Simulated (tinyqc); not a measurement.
On-chip power grid, static voltage drop by conjugate gradients: two steps of the calculation.

A grid of 4 rows and 4 columns, node k = 4 row + column. Neighbours in a row are joined by Rx, in a column by Ry; pad nodes, which reach the supply through Rp: 0, 3, 12, 15. Each node draws I0, node 7 draws kh I0. The drops u = Vdd - V solve G u = i, with G the conductance matrix (1/Rp added on the diagonal at pad nodes).

Values chosen for this exercise: supply voltage Vdd = 0.8 V; resistance of a horizontal segment Rx = 0.22 ohm; resistance of a vertical segment Ry = 0.79 ohm; resistance from a pad node to the supply Rp = 0.42 ohm; load current of an ordinary node I0 = 3.3 mA; factor on the load at the hot node kh = 8.

Question 1. Diagonal of G, loads and first direction. G_kk = sum of the conductances at node k. Start u = 0, so the residual is r = i; p = r.

Wanted: G_kk; r at the start; p at the start.

Answer 1.

G_kk (S):
```
       col 0  col 1  col 2  col 3
row 0  8.192  10.36  10.36  8.192
row 1  7.077  11.62  11.62  7.077
row 2  7.077  11.62  11.62  7.077
row 3  8.192  10.36  10.36  8.192
```

r at the start (mA):
```
       col 0  col 1  col 2  col 3
row 0  3.300  3.300  3.300  3.300
row 1  3.300  3.300  3.300  26.40
row 2  3.300  3.300  3.300  3.300
row 3  3.300  3.300  3.300  3.300
```

p at the start (mA):
```
       col 0  col 1  col 2  col 3
row 0  3.300  3.300  3.300  3.300
row 1  3.300  3.300  3.300  26.40
row 2  3.300  3.300  3.300  3.300
row 3  3.300  3.300  3.300  3.300
```

Question 2. Worst drop, pad currents and power lost. Pad current u/Rp; worst drop as a share of Vdd; power lost in the grid and pads sum_k i_k u_k; power delivered sum_k i_k (Vdd - u_k).

converged u (mV):
```
           col 0      col 1      col 2      col 3
row 0   7.978189  10.080191  10.469189   8.885426
row 1  12.829681  13.624438  14.946191  17.304342
row 2  12.220270  12.669296  13.094575  13.335168
row 3   7.391448   9.192424   9.299156   7.622937
```

Wanted: worst drop; share of Vdd; pad currents; power lost; power delivered.

Answer 2.

worst drop = 17.30 mV
share of Vdd = 2.163 %
pad currents (mA): node 0 19.00, node 3 21.16, node 12 17.60, node 15 18.15
power lost = 0.9968 mW
power delivered = 59.72 mW

The pad currents add up to the total load, 75.90 mA. The worst drop is at node 7; the hot node is 7.

Numbers from tinyqc (`OMP_NUM_THREADS=1 python tinyqc.py 2770113 2770114 out.jsonl`; about 0.1 s on one thread of a shared Intel Xeon 2.30GHz).
